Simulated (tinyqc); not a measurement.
# Rectangular fin or nanosheet with a gate all round, subbands and threshold shift from confinement, step by step

Numbers from tinyqc (`OMP_NUM_THREADS=1 python tinyqc.py 2350164 2350165 out.jsonl`; about 0.1 s on one thread of a shared Intel Xeon 2.30GHz). Printed values are rounded.

Undoped body with a flat potential across it, hard walls, transport along x. One isotropic valley (g = 1, mx = my = mz = me). Non-parabolicity enters the subband edges through E (1 + al E) = gamma, so E = 2 gamma/(1 + sqrt(1 + 4 al gamma)); motion within a subband is taken as parabolic with the band-edge mass. Energies are counted from the bulk band edge.

Values chosen for this exercise; masses close to those of In0.53Ga0.47As: temperature T = 300 K; mass at the band edge me = 0.0402 m0; non-parabolicity al = 1.4 1/eV; width (along y) t = 4.9 nm; widening of the box by penetration into the insulator dl = 0 nm; height (along z) H = 4.9 nm.

Constants: q = 1.602176634e-19 C, kB = 1.380649e-23 J/K, hbar = 1.054571817e-34 J s, m0 = 9.1093837015e-31 kg, Vt = kB T/q, hbar^2/(2 m0) = 0.0380998212 eV nm^2. Results are converted to the units shown.

Range of the model: Non-parabolicity also makes carriers heavier within each subband, which is left out, so densities of states are understated at high energy. Levels near or above 1 eV lie beyond real barriers and upper valleys; they are listed for the hard-wall model only.

## Lowest subbands

gamma = C pi^2 [a^2/(my (t + dl)^2) + b^2/(mz (H + dl)^2)], C = hbar^2/(2 m0). List the 4 lowest, labelled by quantum numbers, with degeneracy g and N_k: N_k = g sqrt(2 mx m0 kB T/(pi hbar^2)).

```
subband,E_k (eV),g,N_k (cm^-1)
"1,1",0.469963,1,9.31802e5
"1,2",0.875307,1,9.31802e5
"2,1",0.875307,1,9.31802e5
"2,2",1.17705,1,9.31802e5
```

## Threshold shift

Each subband has N_k = g sqrt(2 mx m0 kB T/(pi hbar^2)); without degeneracy n = exp(EF/Vt) sum N_k exp(-E_k/Vt). Classical value Nc times t H, Nc = sum over valleys of 2 g (m m0 kB T/(2 pi hbar^2))^1.5 with m = (mx my mz)^(1/3). Threshold shift dVT = Vt ln(classical value/sum N_k exp(-E_k/Vt)). Use the subbands listed.

shares, subband 1,1 to 2,2 (%): [100.000, 0.000, 0.000, 0.000]
sum N_k exp(-E_k/Vt) = 0.0118657 cm^-1
Nc = 2.02261e17 cm^-3
classical value = 48562.7 cm^-1
dVT = 393.589 mV

With all subbands dVT = 393.6 mV. The lowest edge lies at 470 meV; dVT is smaller than that, since sum N_k exp(-(E_k - E_1)/Vt) exceeds the classical value.
